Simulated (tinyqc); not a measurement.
Inversion-layer mobility, back-scattering and ballistic limit of a field-effect transistor: one step, computed by the program tinyqc. Command: `OMP_NUM_THREADS=1 python tinyqc.py 3005514 3005515 out.jsonl mos walk`. One thread of a shared host (Intel(R) Xeon(R) Processor @ 2.30GHz), about 0.01 s of CPU time with the checks.

The charge at the top of the source barrier is fixed by the gate; series resistance and short-channel effects are left out. F_j are Fermi integrals normalised to exp(eta) in the classical limit.

Problem. Effective mobility. mu_phonon = mu_ph (E_eff/1 MV/cm)^(-0.3) (T/300 K)^(-1.75); mu_rough = mu_sr (E_eff/1 MV/cm)^(-2); mu_Coulomb = mu_C (N_inv/1e12 cm^-2) (T/300 K); Matthiessen's rule adds 1/mu.

Inputs (values chosen for the exercise, modelled on a strained silicon n-channel): phonon mobility at 1 MV/cm and 300 K, mu_ph = 640 cm^2/(V s); roughness mobility at 1 MV/cm, mu_sr = 2100 cm^2/(V s); Coulomb mobility at N_inv = 1e12/cm^2, mu_C = 1100 cm^2/(V s); temperature T = 300 K.

Statistics at the top of the barrier: Fermi-Dirac.

inversion density N_inv = 9.267688e+12 1/cm^2

effective field E_eff = 0.7630644 MV/cm

Give: phonon part; roughness part; Coulomb part; effective mobility mu.

Solution.

phonon part = 694.1 cm^2/(V s)

roughness part = 3607 cm^2/(V s)

Coulomb part = 10194 cm^2/(V s)

effective mobility mu = 550.6 cm^2/(V s)

The phonon part is the lowest and holds 79 % of 1/mu.
